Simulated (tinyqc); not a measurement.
Hall effect and magnetoresistance of several carrier groups with constant relaxation times: one step, computed by the program tinyqc.

Group 1 has charge -e and group 2 charge +e; s_i is that sign. B lies along z; mu B is formed with mu in m^2/(V s).

Task: Limits of weak and strong field. Weak field: R_H(0) = sum s_i n_i mu_i^2/(e (sum n_i mu_i)^2); MR = c B^2 with c = n1 n2 mu1 mu2 (s1 mu1 - s2 mu2)^2/(n1 mu1 + n2 mu2)^2. With n1 = n2 and opposite charges R_H stays at R_H(0) and MR = mu1 mu2 B^2 at every field.

Inputs (values chosen for the exercise, for a model conductor):

| quantity | value | unit |
|---|---|---|
| density n1 | 1.3e+13 | 1/cm^2 |
| mobility mu1 | 100000 | cm^2/(V s) |
| density n2 | 1.3e+13 | 1/cm^2 |
| mobility mu2 | 18000 | cm^2/(V s) |
| magnetic field B | 0.68 | T |

Carriers: compensated semimetal. Densities: per area (a thin layer).

Constants: e = 1.602176634e-19 C.

Give: R_H at weak field; coefficient c.

Result:

R_H at weak field = -3.336e+05 cm^2/C

coefficient c = 18 1/T^2

Caution: mu B is well above 1, where Landau quantisation, left out here, shows at low temperature.
